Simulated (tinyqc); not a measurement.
Worked calculation: parabolic quantum dot in a magnetic field (Fock-Darwin). Values are carried at full precision from step to step, so a last printed digit may differ when a step is redone from the rounded ones.

Two dimensions, V = m w0^2 r^2/2, one valley. hbar wc = 2 muB B/m, W = sqrt(w0^2 + wc^2/4), E(n, l, s) = (2n + |l| + 1) hbar W - l hbar wc/2 + s gs muB B, n = 0, 1, ..., l = 0, +/-1, ..., s = +/-1/2; length lam = sqrt(2c/(m hbar W)), c = hbar^2/2m0.

Constants: muB = 5.788381798e-05 eV/T; hbar^2/2m0 = 3.80998211 eV angstrom^2; e^2/(4 pi eps0) = 14.39964547 eV angstrom.

Values chosen for the exercise (near those of a gate-defined dot in InGaAs; shifted at random, so the results belong to these values and not to a real crystal):
- m = 0.0442 m0 (mass)
- gs = -3.02 (g factor)
- w0 = 7.5 meV (confinement energy hbar w0)
- B = 3.47 T (magnetic field)
- Ec = 2.7 meV (charging energy e^2/C)
- eps = 13.5 (dielectric constant)

## Energy and length scales

Give hbar wc, hbar W, the two mode energies hbar W +/- hbar wc/2, the Zeeman energy |gs| muB B and lam.

hbar wc = 9.0885 meV
hbar W = 8.7693 meV

modes (meV): [13.3136, 4.2250]

Zeeman energy = 0.6066 meV
lam = 140.2 angstrom

The product of the modes is w0^2 = 56.25 meV^2 at any field. These two lines are all that far-infrared light sees, whatever the number of electrons (Kohn theorem).

## Orbital levels

The eight lowest (n, l) from E = (2n + |l| + 1) W - l wc/2.

Levels:
```
(n,l)   E (meV)
(0,0)     8.769
(0,1)    12.994
(0,2)    17.219
(0,3)    21.444
(0,-1)   22.083
(0,4)    25.669
(1,0)    26.308
(0,5)    29.894
```

## Addition spectrum

Constant interaction: mu(N) = E_N + (N - 1/2) Ec with the spin-resolved levels filled in order; the addition energy is mu(N + 1) - mu(N).

Filling:
```
N   state added  E_N (meV)  mu(N) (meV)  addition energy (meV)
1        (0,0)+      8.466        9.816                  3.307
2        (0,0)-      9.073       13.123                  6.318
3        (0,1)+     12.691       19.441                  3.307
4        (0,1)-     13.298       22.748                  6.318
5        (0,2)+     16.916       29.066                  3.307
6        (0,2)-     17.523       32.373                  6.318
7        (0,3)+     21.141       38.691                  3.307
8        (0,3)-     21.748       41.998                  2.732
9       (0,-1)+     21.780       44.730                  3.307
10      (0,-1)-     22.386       48.036                  5.680
```

The largest addition energy falls at N = 2, 4 and 6; at zero field it peaks at the closed shells 2, 6 and 12. Exchange, which the model lacks, would favour parallel spins near level crossings. Ec is an independent input that includes screening by the gates.

## Singlet and triplet of two electrons

Two electrons, first order in the Coulomb energy: the singlet (0,0)^2 has 2W + J0 and the lowest triplet (0,0)(0,1) has 3W - wc/2 + J0/2 - Ez, with J0 = sqrt(pi/2) q/(eps lam), q = e^2/(4 pi eps0), Ez = |gs| muB B.

Give J0, the triplet less the singlet, and J0/W.

J0 = 9.534 meV
E(T) - E(S) = -1.149 meV
J0/W = 1.09

The triplet is lower at this order. J0 exceeds W, so first order overstates the interaction and the result is only a guide.

## The same without perturbation theory

Exact treatment: the centre of mass separates with energy W, and the relative motion obeys [-(2c/m) Laplacian + (2c/m) r^2/(2 lam^2)^2 + q/(eps r)] psi = e_l psi for angular number l, solved in 14 Gaussians r^l exp(-a r^2), a = 1.7^i/(4 lam^2), i = -3 to 10. E(S) = W + e_0, E(T) = W + e_1 - wc/2 - Ez.

Solve for e_0 and e_1.

e_0, e_1 (meV): [16.57, 22.10]

first-order values W + J0 and 2W + J0/2 (meV): [18.30, 22.31]

E(T) - E(S), exact = 0.39 meV

First order overshoots e_0 by 1.74 meV and e_1 by only 0.20 meV, since the singlet gains more by keeping the electrons apart; it therefore favours the triplet by 1.53 meV too much. Of these two the singlet is lower, against the first-order answer.

## Checks

- e_0 at W = 2 Ry m/eps^2, where it is exactly 2W, as a ratio e_0/W: both 2.000.
- Level (0,1) from the radial equation by finite differences against the formula, meV: both 12.99.

Computed by tinyqc, a small Python program: `OMP_NUM_THREADS=1 python tinyqc.py 1250234 1250235 out.jsonl` (the numbers bound the seed that draws the inputs); one thread of a shared host (Intel(R) Xeon(R) Processor @ 2.30GHz), about 0.04 s for the whole set of steps.
